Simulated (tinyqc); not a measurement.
# Stacked nanosheet transistor, parasitic resistance, capacitance and delay: two studies

Ns sheets share one contact on top; each has perimeter p = 2 (Ws + ts) and cross-section A = Ws ts; contact width Wc = Ws + 10 nm, stack height Hs = Ns pv. Sheet 1 is the top one. Contact length Lc = CPP - Lg - 2 Lsp, shared by two neighbouring gates. Source and drain sides are equal. The formulas are first-order estimates, not field solutions.

Inputs (values chosen for the exercise); values close to those of silicon logic devices: temperature T = 300 K; number of sheets Ns = 2; sheet width Ws = 30 nm; sheet thickness ts = 7 nm; vertical pitch of the sheets pv = 14 nm; vertical resistance between sheet levels rv = 195 ohm; contacted gate pitch CPP = 51 nm; gate length Lg = 16 nm; spacer length Lsp = 8 nm; relative permittivity of the spacer ks = 3.3; gate height above the channel stack Hc = 15 nm; contact resistivity rc = 2.2e-9 ohm cm^2; resistivity of the source-drain epitaxy re = 0.00028 ohm cm; current-carrying depth of the epitaxy te = 20 nm; resistivity of the extension rx = 0.0008 ohm cm; gate overlap Lov = 1 nm; inversion capacitance Cinv = 3.1 uF/cm^2; injection velocity vx = 9.1e6 cm/s; apparent mobility mu = 320 cm^2/(V s); threshold at zero drain voltage VT = 0.27 V; barrier lowering dl = 0.063 V/V; subthreshold factor n = 1.28; wire load Cw = 0.28 fF; supply voltage Vdd = 0.75 V.

Constants: q = 1.602176634e-19 C, kB = 1.380649e-23 J/K, eps0 = 8.8541878128e-12 F/m, Vt = kB T/q. Results are converted to the units shown.

Each table varies one quantity; the others keep the values above.

## Effect of the vertical resistance between sheet levels

Epitaxy sheet resistance Rsh = re/te, transfer length LT = sqrt(rc/Rsh), contact Rc = [sqrt(rc Rsh)/Wc] coth(Lc/(2 LT)); extension of one sheet Rx = rx Lsp/A. With N sheets: gate Cg = Cinv p N Lg; per side, plate Cp = ks eps0 [Wc (Hs + Hc) - N A]/Lsp, top fringe Cf = (2/pi) ks eps0 Wc ln(1 + Lg/(2 Lsp)), overlap Co = Cinv p N Lov. One sheet: I = p Q vx u/(1 + |u|^1.8)^(1/1.8), Q = Cinv n Vt ln(1 + exp((Vg' - VT + dl Vd')/(n Vt))), u = Vd' mu/(vx Lg), Vg' = Vgs - v, Vd' = Vds - 2 v, with the drop on each side v_j = Rc sum I + rv (sum over levels k = 2..j of the current of sheets k..Ns) + Rx I_j. Ieff = [I(Vgs = Vdd, Vds = Vdd/2) + I(Vdd/2, Vdd)]/2, total currents. With Cs = Cp + Cf + Co, the load of an inverter of two such devices driving an equal one is CL = 2 (Cg + 2 Cs) + 4 Cs + Cw (own drains counted twice for the Miller effect); delay CL Vdd/(2 Ieff).

The same in every row: Rc (ohm) = 590.0; Rx/N (ohm) = 152.4; CL (aF) = 505.6.

Effect of the vertical resistance between sheet levels:

| rv (ohm) | Ieff (uA) | delay (ps) |
|---|---|---|
| 0 | 98.23 | 1.930 |
| 50 | 97.73 | 1.940 |
| 100 | 97.23 | 1.950 |
| 200 | 96.24 | 1.970 |
| 400 | 94.30 | 2.011 |
| 800 | 90.53 | 2.094 |

As rv goes from 0 to 800 ohm, Ieff falls from 98.2 to 90.5 uA, CL stays at 506 aF and the delay rises from 1.93 to 2.09 ps.

## Effect of the spacer length

Same model as above.

Results:

| Lsp (nm) | Rc (ohm) | Rx/N (ohm) | Ieff (uA) | CL (aF) | delay (ps) |
|---|---|---|---|---|---|
| 2 | 372.7 | 38.10 | 110.4 | 625.0 | 2.122 |
| 3 | 396.1 | 57.14 | 108.5 | 572.5 | 1.979 |
| 4 | 423.0 | 76.19 | 106.4 | 546.0 | 1.924 |
| 6 | 491.6 | 114.3 | 101.9 | 519.2 | 1.912 |
| 8 | 590.0 | 152.4 | 96.29 | 505.6 | 1.969 |
| 10 | 742.1 | 190.5 | 88.97 | 497.4 | 2.097 |
| 12 | 1006 | 228.6 | 78.19 | 491.9 | 2.359 |

Estimate the missing row, Lsp = 5 nm.

Computed row:

| Lsp (nm) | Rc (ohm) | Rx/N (ohm) | Ieff (uA) | CL (aF) | delay (ps) |
|---|---|---|---|---|---|
| 5 | 454.5 | 95.24 | 104.2 | 530.0 | 1.907 |

With this row back in the table: As Lsp goes from 2 to 12 nm, Ieff falls from 110 to 78.2 uA, CL falls from 625 to 492 aF and the delay goes from 2.12 through a minimum of 1.91 (at Lsp = 5 nm among the rows listed) to 2.36 ps. A thin spacer costs capacitance, a thick one resistance and contact length, hence the minimum. For Lsp = 2 to 3 nm the spacer is under 3.5 nm, where leakage and breakdown between gate and contact would forbid it.

tinyqc, about 0.04 s, one thread, Intel Xeon 2.30GHz (shared host): `OMP_NUM_THREADS=1 python tinyqc.py 2170026 2170027 out.jsonl`
